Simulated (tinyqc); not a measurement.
Kinetic Monte Carlo and master equation for a particle on a ring of sites with traps and bias: one step, computed by the program tinyqc. Command: `OMP_NUM_THREADS=1 python tinyqc.py 3012982 3012983 out.jsonl kmc walk`. One thread of a shared host (Intel(R) Xeon(R) Processor @ 2.30GHz), about 0.1 s of CPU time with the checks.

6 sites on a ring, numbered 1 to 6. The saddle between i and i+1 lies at E0 + s b_i and site i at s eps_i; a force F tilts the landscape, with the saddle half-way.

Problem. Closed form at zero force. At zero force D0 = a^2 nu exp(-E0/(k_B T)) / [<exp(-s eps/(k_B T))> <exp(s b/(k_B T))>], with means over the ring; Einstein relation v = D0 F/(k_B T); 1 angstrom = 1e-8 cm.

Inputs (values chosen for the exercise, for a model defect):
```
quantity,value,unit
reference barrier E0,0.78,eV
scale factor s of the disorder,1,-
attempt frequency nu,13,THz
temperature T,840,K
site spacing a,2.3,angstrom
force F along the ring,0.00048,eV/angstrom
```

Disorder: random barriers.

site energies eps_i (eV): [0, 0, 0, 0, 0, 0]

saddle shifts b_i between sites i and i+1 (eV): [-0.088, -0.1, -0.1, 0.041, -0.067, -0.043]

Constants: k_B = 8.617333262e-05 eV/K.

Give: zero-force diffusivity D0; D0 over the value without disorder; Einstein drift.

Solution.

zero-force diffusivity D0 = 2.458e-07 cm^2/s

D0 over the value without disorder = 1.710

Einstein drift = 0.1630 cm/s
